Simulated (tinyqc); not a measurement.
Ferroelectric hysteresis, discrete Preisach model: one step of the calculation.

25 bistable elements (j, k) switch to +1 when V reaches u_j and to -1 when V falls to -u_k, and keep their state between. P = Ps sum w_jk s_jk. All elements start at -1. No time dependence and no dielectric part.

Problem. Weights. w_jk is proportional to exp[-(a_j^2 + a_k^2 - 2 cr a_j a_k)/(2 (1 - cr^2))], a_j = (u_j - Vc)/sg, and the weights sum to one.

Inputs (values chosen for the exercise):
- Vc = 1.4 V (mean coercive voltage)
- sg = 0.73 V (spread of the switching voltages)
- up = [0.3, 0.9, 1.5, 2.1, 2.7] V (list of the u_j)
- cr = 0.8 (correlation of up and down voltages)

Wanted: w.

Solution.

w:

|  | d=-0.3 | d=-0.9 | d=-1.5 | d=-2.1 | d=-2.7 |
|---|---|---|---|---|---|
| u=0.3 | 0.0537 | 0.0418 | 0.0050 | 0.0001 | 0.0000 |
| u=0.9 | 0.0418 | 0.1461 | 0.0782 | 0.0064 | 0.0001 |
| u=1.5 | 0.0050 | 0.0782 | 0.1876 | 0.0690 | 0.0039 |
| u=2.1 | 0.0001 | 0.0064 | 0.0690 | 0.1138 | 0.0287 |
| u=2.7 | 0.0000 | 0.0001 | 0.0039 | 0.0287 | 0.0326 |

tinyqc, about 0.01 s, one thread, Intel Xeon 2.30GHz (shared host): `OMP_NUM_THREADS=1 python tinyqc.py 2860070 2860071 out.jsonl`
